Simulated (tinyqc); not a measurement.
Inside a calculation. Model: scattering of inversion-layer electrons by surface optical phonons of the gate insulator (remote phonon scattering). Computed by tinyqc, a small Python program that keeps every step. Command: `OMP_NUM_THREADS=1 python tinyqc.py 3114015 3114016 out.jsonl sophonon walk`. One thread of a shared host (Intel(R) Xeon(R) Processor @ 2.30GHz), about 0.02 s of CPU time with the checks. Intermediate numbers are printed to about 6 digits and carried at full precision; extremes and crossings named in words are read from the listed rows.

One subband with the Fang-Howard envelope; insulator and channel are half-spaces, the gate is far away, and an interlayer only moves the polar surface away by t (its own modes and its permittivity contrast are left out).

Inputs (values chosen for the exercise, modelled on Al2O3 on silicon):
```
quantity                                   value        unit
static constant of the insulator eps_0s     12.7           -
intermediate constant eps_i                 7.33           -
optical constant eps_inf                    3.17           -
hbar omega_TO1                              47.7         meV
hbar omega_TO2                              72.6         meV
constant of the channel eps_s               11.7           -
in-plane mass m                            0.192         m_0
valleys g_v                                    2           -
sheet density n                          8.1e+12      1/cm^2
mean distance of the electrons z0 = 3/b      1.9          nm
interlayer thickness t                      0.36          nm
temperature T                                400           K
electron energy E                             68         meV
mobility from other processes                540  cm^2/(V s)
```

Screening by the channel electrons: static.

Constants: k_B = 8.617333262e-05 eV/K; hbar^2/(2 m_0) = 3.80998212 eV angstrom^2; e^2/(4 pi eps_0) = 14.39964548 eV angstrom; hbar = 6.582119569e-16 eV s; e = 1.602176634e-19 C; m_0 = 9.1093837015e-31 kg.

## Surface modes and strengths

eps(w) = eps_inf + (eps_0s - eps_i) w1^2/(w1^2 - w^2) + (eps_i - eps_inf) w2^2/(w2^2 - w^2). Surface modes solve eps(w) + eps_s = 0, a quadratic in w^2; the strength of a mode is g = 2/(w d eps/dw). Occupation N = 1/(exp(hbar w/(k_B T)) - 1).

hbar omega_SO (meV): 1 52.8261, 2 83.9742

strengths g: 1 0.0072280, 2 0.0190379

occupations N: 1 0.275483, 2 0.095882

hbar omega g (2 N + 1) (meV): 1 0.59220, 2 1.90526

The upper mode has the larger hbar omega g N, the prefactor of absorption before the dependence on q: 0.105 and 0.153 meV.

## The electron gas

Density of states D = g_v m/(pi hbar^2); eta = E_F/(k_B T) = ln(exp(n/(D k_B T)) - 1); screening wave number q_s = e^2 D/(2 eps_0 eps_avg) x 1/(1 + exp(-eta)), eps_avg = (eps_s + eps_inf)/2; b = 3/z0.

D = 1.60409e+14 1/(eV cm^2)

eta = 1.20217

q_s = 1.50091 1/nm

b = 1.57895 1/nm

## Squared matrix elements

For a mode of strength g, without the occupation factor, Area x |M(q)|^2 = e^2 hbar w g/(2 eps_0 q) x (b/(b + q))^6 exp(-2 q t) / (1 + (q_s/q) H(q))^2, H = (1 + 9 x/8 + 3 x^2/8)/(1 + x)^3, x = q/b.

Area x |M|^2 (meV^2 nm^2):
```
q (1/nm)  (b/(b + q))^6  exp(-2 q t)   mode 1   mode 2
0.05           0.829399     0.964640   64.293  269.191
0.10           0.691805     0.930531  107.367  449.536
0.20           0.488908     0.865888  148.103  620.094
0.30           0.352142     0.805735  151.519  634.397
0.50           0.191931     0.697676  115.271  482.631
0.80           0.085486     0.562142   56.645  237.167
1.20           0.033645     0.421473   18.757   78.535
```

## Rates at the energy E

Approximate momentum relaxation rate, taking tau v alike in the initial and final states: 1/tau = (m/(2 pi hbar^3)) sum over modes and over absorption (N, E' = E + hbar w) and emission (N + 1, E' = E - hbar w > 0) of [(1 - f(E'))/(1 - f(E))] int_0^(2 pi) Area |M(q)|^2 (1 - cos theta) d theta, q^2 = k^2 + k'^2 - 2 k k' cos theta, f the Fermi function; 48 midpoints in theta from 0 to pi.

rates (1/ps): mode 1 absorption 0.036380, mode 1 emission 0.150360, mode 2 absorption 0.045488, mode 2 emission 0.000000

tau at E = 4306.12 fs

## Mobility

mu = (e/m) int tau E f (1 - f) dE/(k_B T int f dE), by 300 midpoints from 0 to (max(eta, 0) + 14) k_B T; Matthiessen sum with the other processes.

remote-phonon mobility = 33303.4 cm^2/(V s)

total mobility = 531.384 cm^2/(V s)

loss of mobility = 1.59558 %

Caution: a relaxation time is only an approximation for inelastic scattering, and static or no screening brackets the true dynamic screening only roughly.

## What an interlayer buys

The formulas are those given above.

Against the interlayer thickness:
```
t (nm)  remote-phonon mobility (cm^2/(V s))  total (cm^2/(V s))
0.0                             1.69409e+04             523.319
0.3                             2.98282e+04             530.398
0.6                             5.12120e+04             534.365
1.0                             1.00902e+05             537.125
1.5                             2.19979e+05             538.678
2.0                             4.47426e+05             539.349
3.0                             1.56399e+06             539.814
```

1 nm of interlayer raises the remote-phonon mobility by a factor 5.96, as exp(2 q t) with an effective q of 0.89 per nm; between 2 and 3 nm the effective q is 0.63. The total goes from 523 to 537 over the first nanometre.

Checks made by the program: sum of strengths against 1/(eps_s + eps_inf) - 1/(eps_s + eps_0s) (relative difference below 1e-10).
